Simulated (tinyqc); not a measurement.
Temperature and segregation coefficient: dopant redistribution at a moving silicon-oxide interface during parabolic oxidation. Computed by tinyqc, a small Python program. Command: `OMP_NUM_THREADS=1 python tinyqc.py 3020243 3020244 out.jsonl segox walk`. One thread of a shared host (Intel(R) Xeon(R) Processor @ 2.30GHz), about 0.01 s of CPU time with the checks.

Uniformly doped silicon is oxidised with x_ox = sqrt(B t); the interface advances into the silicon by alpha x_ox, alpha = 0.44. The dopant does not move in the oxide, and at the interface C(silicon) = m C(oxide).

Inputs (values chosen for the exercise, modelled on boron in silicon under dry oxygen): dopant prefactor D0 = 0.805 cm^2/s; dopant activation energy E = 3.52 eV; oxidation prefactor B0 = 698 um^2/h; oxidation activation energy E_B = 1.23 eV; segregation coefficient m = C(silicon)/C(oxide) = 0.25.

Constants: k_B = 8.617333262e-05 eV/K.

Method:
- D = D0 exp(-E/(k_B T)), converted with 1 cm^2/s = 3.6e11 um^2/h; B = B0 exp(-E_B/(k_B T)); s = alpha sqrt(B/(4 D)), the interface advance over 2 sqrt(D t).
- Temperatures in kelvin are T(C) + 273.15.
- With the dopant diffusivity D and s = alpha x_ox/(2 sqrt(D t)), in the silicon C = C_B + (C_s - C_B) erfc(y/(2 sqrt(D t)))/erfc(s), y from the original surface. Dopant balance at the interface gives C_s/C_B = 1/[1 + (1/(m alpha) - 1) g], g = sqrt(pi) s exp(s^2) erfc(s).

C_s/C_B:
```
T (C)       s   this m  m = 0.2  m = 1/alpha  m = 10
850    1.4829  0.12660  0.10166            1  2.9315
900    0.8957  0.14533  0.11719            1  2.2814
950    0.5637  0.17468  0.14181            1  1.8223
1000   0.3680  0.21542  0.17652            1  1.5334
1050   0.2480  0.26700  0.22141            1  1.3554
1100   0.1721  0.32753  0.27549            1  1.2439
1150   0.1225  0.39404  0.33672            1  1.1722
1200   0.0892  0.46292  0.40224            1  1.1246
```

s falls from 1.48 to 0.0892 as T rises, because diffusion has the larger activation energy (3.52 against 1.23 eV); the ratio for this m moves from 0.127 to 0.463, towards 1. At m = 1/alpha the oxide takes exactly what the silicon held, and nothing moves. The ratio does not depend on time, since both lengths grow as sqrt(t).
